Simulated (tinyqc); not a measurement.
From a target to a composition: model-solid line-up of a strained alloy layer on a substrate.

Problem. A layer of the alloy is strained to the substrate, and its gap (Ec minus the top valence edge) is given. Find x between 0.09 and 0.89, where the gap is monotonic.

All values of the alloy are linear in x but the gap, Eg(x) = (1 - x) Eg_A + x Eg_B - C x (1 - x), and the valence edge, Ev(x) = (1 - x) Ev_A + x Ev_B + fv C x (1 - x); Ec = Ev + Eg. Ev is the top of the unstrained valence band on a scale common to all materials. In the layer only the Gamma valley of the conduction band is followed, also where an X or L valley would lie lower.

Coherent growth on a (001) face: e_par = (a_s - a)/a, e_perp = -2 (C12/C11) e_par; exx = eyy = e_par, ezz = e_perp, no shear.

Strained edges: Ec + ac tr(e); the valence edges are Ev plus the levels of the 6 x 6 matrix of X, Y, Z times spin with -Dso/3 + l exx + m (eyy + ezz) on the diagonal (cyclic), n exy off it, l = av + 2 b, m = av - b, n = sqrt(3) d. Spin-orbit term (Dso/3) L.sigma on X, Y, Z with (L_k)_ij = -i epsilon_kij: <X+|H|Y+> = -i Dso/3, <X+|H|Z-> = Dso/3, <Y+|H|Z-> = -i Dso/3, <Z+|H|X-> = -Dso/3, <Z+|H|Y-> = i Dso/3, <X-|H|Y-> = i Dso/3, and their conjugates; + and - are the spin along z.

Inputs chosen for the exercise (A near InP, B near GaP, substrate near Ge; the results hold for these values, not for the real material):
- a = (5.868, 5.448) angstrom (lattice constant of A, B)
- Eg = (1.406, 2.893) eV (gap at Gamma to the s-like level of A, B)
- Dso = (0.109, 0.081) eV (spin-orbit splitting of A, B)
- Ev = (-0.94, -1.26) eV (top of the unstrained valence band of A, B)
- ac = (-6.08, -8.29) eV (conduction deformation potential of A, B)
- av = (0.6, 1.7) eV (valence hydrostatic potential of A, B)
- b = (-1.99, -1.6) eV (tetragonal shear potential of A, B)
- d = (-4.94, -4.54) eV (trigonal shear potential of A, B)
- C11 = (100.2, 141.5) GPa (of A, B)
- C12 = (56.7, 62) GPa (of A, B)
- C44 = (45.9, 71.4) GPa (of A, B)
- C = 0.555 eV (bowing of the gap)
- fv = 0.3 (share of the bowing taken by the valence edge)
- a_s = 5.656 angstrom (substrate)
- face = 001 (growth face)

strained gap = 2.075878 eV

Find: x; e_par; gap of the relaxed alloy.

Solution. Bisect on x; the strained gap is 1.5592 eV at x = 0.09 and 2.2018 eV at x = 0.89.

x = 0.620
e_par = 0.863 %
gap of the relaxed alloy = 2.197 eV

Computed by tinyqc, a small Python program: `OMP_NUM_THREADS=1 python tinyqc.py 1080188 1080189 out.jsonl` (the numbers bound the seed that draws the inputs); one thread of a shared host (Intel(R) Xeon(R) Processor @ 2.30GHz), about 0.01 s for the whole set of steps.
